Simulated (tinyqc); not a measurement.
The phase diagram: regular and subregular solution with a miscibility gap. Computed by tinyqc, a small Python program. Command: `OMP_NUM_THREADS=1 python tinyqc.py 3022269 3022270 out.jsonl regsol walk`. One thread of a shared host (Intel(R) Xeon(R) Processor @ 2.30GHz), about 0.02 s of CPU time with the checks.

Per mole of mixing sites: G(x) = x (1 - x) [L0 + L1 (1 - 2x)] + R T [x ln x + (1 - x) ln(1 - x)], x the fraction of B.

Inputs (values chosen for the exercise, modelled on Ga(1-x)In(x)P):

| quantity | value | unit |
|---|---|---|
| lattice constant a_A | 5.451 | angstrom |
| lattice constant a_B | 5.869 | angstrom |
| constant K | 47300 | kJ angstrom^2.5/mol |
| asymmetry L1 | 0 | kJ/mol |

Source of L0: delta-lattice-parameter rule.

Constants: R = 8.314462618 J/(mol K).

Method:
- A bonding enthalpy -K a^(-2.5) with a linear in x gives L0 = 4.375 K (a_A - a_B)^2/abar^4.5, abar the mean lattice constant; eta = (a_B - a_A)/abar.
- The spinodal is G'' = 0, R T_s(x) = x (1 - x) [2 L0 + 6 L1 (1 - 2x)]; the critical point is its maximum.
- G' = L0 (1 - 2x) + L1 (1 - 6x + 6x^2) + R T ln[x/(1 - x)]; G'' = -2 L0 - 6 L1 (1 - 2x) + R T/[x (1 - x)].
- Common tangent: F1 = G'(x1) - G'(x2) = 0 and F2 = [G - x G'](x1) - [G - x G'](x2) = 0. Newton step: J = [[G''(x1), -G''(x2)], [-x1 G''(x1), x2 G''(x2)]], J dx = -F; a step that would leave 0 < x < 1 is halved until it stays inside. The start is x1 = s0, x2 = 1 - s0.
- For this table each start is x_s1/6 and 1 - (1 - x_s2)/6. The dilute estimate of x1 is exp(-(L0 + L1)/(R T)).

critical temperature T_c = 890.540 K

critical composition x_c = 0.5

L0 = 14.8087 kJ/mol

Binodal and spinodal:

| T (K) | binodal x1 | spinodal x_s1 | spinodal x_s2 | binodal x2 | dilute estimate of x1 |
|---|---|---|---|---|---|
| 356 | 0.0071651 | 0.11262 | 0.88738 | 0.99283 | 0.0067175 |
| 445 | 0.021190 | 0.14634 | 0.85366 | 0.97881 | 0.018271 |
| 534 | 0.046219 | 0.18363 | 0.81637 | 0.95378 | 0.035602 |
| 623 | 0.085479 | 0.22594 | 0.77406 | 0.91452 | 0.057333 |
| 712 | 0.14444 | 0.27612 | 0.72388 | 0.85556 | 0.081960 |
| 801 | 0.23663 | 0.34145 | 0.65855 | 0.76337 | 0.10822 |
| 855 | 0.32977 | 0.40011 | 0.59989 | 0.67023 | 0.12454 |

What follows from these numbers?

The dilute estimate is 0.94 of x1 at the lowest T and 0.38 at the highest: it drops the pull of the other solutes and the impurity of the second phase. Near the top the binodal is 1.70 times as wide as the spinodal; the mean-field limit at T_c is sqrt(3) = 1.73.

Extremes, crossings and ranges named in words are read from the listed rows.
